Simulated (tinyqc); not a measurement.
Current of a Schottky diode by thermionic-emission-diffusion theory, and its read-back from I-V-T and C-V data: one step, computed by the program tinyqc. Command: `OMP_NUM_THREADS=1 python tinyqc.py 3000977 3000978 out.jsonl schottky walk`. One thread of a shared host (Intel(R) Xeon(R) Processor @ 2.30GHz), about 0.01 s of CPU time with the checks.

Full ionisation, no tunnelling, no recombination current. V is the voltage across the junction itself, forward positive.

Question. Current. N_c(T) = N_c (T/300 K)^(3/2); V_bi = phi_0 - (k_B T/e) ln(N_c(T)/N); surface field F = sqrt(2 e N (V_bi - V - k_B T/e)/(eps eps_0)); image lowering d_phi = sqrt(e F/(4 pi eps eps_0)); effective barrier phi = phi_0 - d_phi - sigma^2 (1 - rho V)/(2 k_B T). Collection velocity v_R = A* T^2/(e N_c(T)); diffusion velocity v_D = mu F; J = e N_c(T) v_R/(1 + v_R/v_D) exp(-phi/k_B T) [exp(e V/k_B T) - 1]. Terminal voltage V + J R_s.

Inputs (values chosen for the exercise, modelled on n-type 4H-SiC):
```
quantity                                     value           unit
Richardson constant A*                         142   A/(cm^2 K^2)
effective density of states at 300 K, N_c  1.7e+19         1/cm^3
permittivity eps                               9.7              -
mobility mu                                    900     cm^2/(V s)
barrier without image force phi_0 (mean)      1.25             eV
doping N                                   1.3e+17         1/cm^3
series resistance R_s                          1.3  milliohm cm^2
junction voltage V                            0.39              V
temperature T                                  200              K
standard deviation sigma                        84            meV
relative change of sigma^2 with bias, rho      0.8            1/V
```

Barrier: Gaussian spread of heights.

Constants: k_B = 8.617333262e-05 eV/K; e = 1.602176634e-19 C; eps_0 = 8.8541878128e-12 F/m.

Give: v_R; v_D; current density J; terminal voltage.

Answer.

v_R = 3.831e+06 cm/s

v_D = 1.738e+08 cm/s

current density J = 9.378e-11 A/cm^2

terminal voltage = 0.39 V

v_D/v_R = 45.4: emission over the barrier limits the current.
